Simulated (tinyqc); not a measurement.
Thickness and doping from the maximum and minimum capacitance.

Inverse problem. A MOS capacitor has Cmax = Cox = eps0 eox/tox and 1/Cmin = 1/Cox + Wm/(eps0 eps_r), with Wm = sqrt(4 eps0 eps_r Vt ln(N/ni)/(q N)) and N well above ni. Find tox, Wm and N.

Values chosen for this exercise; band and dielectric values close to those of silicon:
```
symbol,value,unit,meaning
T,250,K,temperature
eps_r,11.8,,relative permittivity
eox,3.9,,relative permittivity of the gate insulator (close to silicon dioxide)
```

Constants: q = 1.602176634e-19 C, kB = 1.380649e-23 J/K, Vt = kB T/q, eps0 = 8.8541878128e-14 F/cm where lengths are in cm. Results are converted to the units shown.

Cmax = 0.28776110 uF/cm^2
Cmin = 0.016048338 uF/cm^2
ni = 6.6348046e7 cm^-3

Answer. Cmax gives tox and the series difference Wm. N follows by iterating N = 4 eps0 eps_r Vt ln(N/ni)/(q Wm^2); ln(N/ni)/N falls steadily for N > e ni, so there is one root in that range.

tox = 12.00 nm
Wm = 614.7 nm
N = 2.600e15 cm^-3

Numbers from tinyqc (`OMP_NUM_THREADS=1 python tinyqc.py 2060066 2060067 out.jsonl`; about 0.01 s on one thread of a shared Intel Xeon 2.30GHz).
